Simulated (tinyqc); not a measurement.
# Carrier lifetime of a p-type layer with SRH, radiative, Auger and surface recombination: two studies

Uniform excess density dn = dp (no trapping), n = n0 + dn, p = p0 + dn, Boltzmann statistics, full ionisation. Surfaces enter as a rate 2 S dn/d, which holds while diffusion to them is fast.

Inputs (values chosen for the exercise); band and dielectric values close to those of In0.53Ga0.47As:
```
symbol,value,unit,meaning
T,250,K,temperature
Eg,0.737,eV,band gap
Nc,1.62e17,cm^-3,conduction-band density of states at T
Nv,5.93e18,cm^-3,valence-band density of states at T
B,9.94e-11,cm^3/s,radiative coefficient
N,3.9e14,cm^-3,acceptor density
Cn,2.7e-29,cm^6/s,Auger coefficient (two electrons)
Cp,1e-29,cm^6/s,Auger coefficient (two holes)
Nt,2.5e10,cm^-3,trap density
sn,5e-16,cm^2,capture cross-section for electrons
sp,3e-17,cm^2,capture cross-section for holes
vth,1.5e7,cm/s,thermal velocity (both carriers)
Et,0.41,eV,trap level below the conduction band
S,0,cm/s,surface recombination velocity (both faces)
d,200,um,sample thickness
```

Constants: q = 1.602176634e-19 C, kB = 1.380649e-23 J/K, Vt = kB T/q. Results are converted to the units shown.

Each table varies one quantity; the others keep the values above.

## Lifetime against injection

ni = sqrt(Nc Nv) exp(-Eg/(2 Vt)), Eg in volts; majority density N/2 + sqrt(N^2/4 + ni^2), n0 p0 = ni^2; n1 = Nc exp(-Et/Vt), p1 = Nv exp((Et - Eg)/Vt); tn0 = 1/(sn vth Nt), tp0 = 1/(sp vth Nt). With e = n p - ni^2 = dn (n0 + p0 + dn): U_SRH = e/(tp0 (n + n1) + tn0 (p + p1)), U_rad = B e, U_Aug = (Cn n + Cp p) e, U_s = 2 S dn/d. Each tau is dn over its rate; tau = dn/U with U the sum.

Results:
```
dn (cm^-3),tau_SRH (s),tau_rad (s),tau_Aug (s),tau (s),radiative share (%),largest path
1e11,0.0053771,2.5789e-5,0.65667,2.5665e-5,99.519,radiative
1e12,0.0055816,2.5730e-5,0.64962,2.5611e-5,99.537,radiative
1e13,0.0075760,2.5151e-5,0.58548,2.5067e-5,99.665,radiative
1e14,0.023491,2.0531e-5,0.26853,2.0512e-5,99.905,radiative
1e16,0.090886,9.6827e-7,2.5741e-4,9.6463e-7,99.624,radiative
1e17,0.093877,1.0021e-7,2.6894e-6,9.6613e-8,96.408,radiative
1e18,0.094188,1.0056e-8,2.7014e-8,7.3283e-9,72.872,radiative
1e19,0.094219,1.0060e-9,2.7026e-10,2.1303e-10,21.176,Auger
```

Estimate the missing row, dn = 1e15 cm^-3.

Computed row:
```
dn (cm^-3),tau_SRH (s),tau_rad (s),tau_Aug (s),tau (s),radiative share (%),largest path
1e15,0.069288,7.2377e-6,0.017590,7.2339e-6,99.948,radiative
```

With this row back in the table: Radiative recombination leads at dn = 1e11, Auger from 1e19 on. The total lifetime falls from 2.57e-5 to 2.13e-10 s. tau_SRH goes from 0.00538 s (low-injection limit 0.00535 s) to 0.0942 s (high-injection limit tn0 + tp0 = 0.0942 s). Between the last two rows tau_rad goes as dn^(-1.00) and tau_Aug as dn^(-2.00); the radiative share goes from 99.5 through a maximum of 99.9 (at dn = 1e15 among the rows listed) to 21.2 %. For dn = 1e17, 1e18, 1e19 the carriers are degenerate, where B and the Auger coefficients no longer stay constant.

## Effect of the capture cross-section for electrons at dn = 6e15 cm^-3

Same model as above.

Here dn = 6e15 cm^-3.

The same in every row: tau_rad (s) = 1.574e-6; tau_Aug (s) = 6.928e-4.

Effect of the capture cross-section for electrons at dn = 6e15 cm^-3:
```
sn (cm^2),tau_SRH (s),tau (s),radiative share (%),largest path
3e-20,88.99,1.571e-6,99.77,radiative
3e-19,8.974,1.571e-6,99.77,radiative
3e-18,0.9726,1.571e-6,99.77,radiative
3e-17,0.1724,1.571e-6,99.77,radiative
3e-16,0.09235,1.571e-6,99.77,radiative
3e-15,0.08435,1.571e-6,99.77,radiative
3e-14,0.08355,1.571e-6,99.77,radiative
```

Radiative recombination leads at sn = 3e-20 and in all other rows. tau_SRH falls from 89.0 to 0.0836 s and the total lifetime stays near 1.57e-6 s.

Program tinyqc, `OMP_NUM_THREADS=1 python tinyqc.py 2300012 2300013 out.jsonl`; Intel Xeon 2.30GHz, shared host, one thread, about 0.01 s.
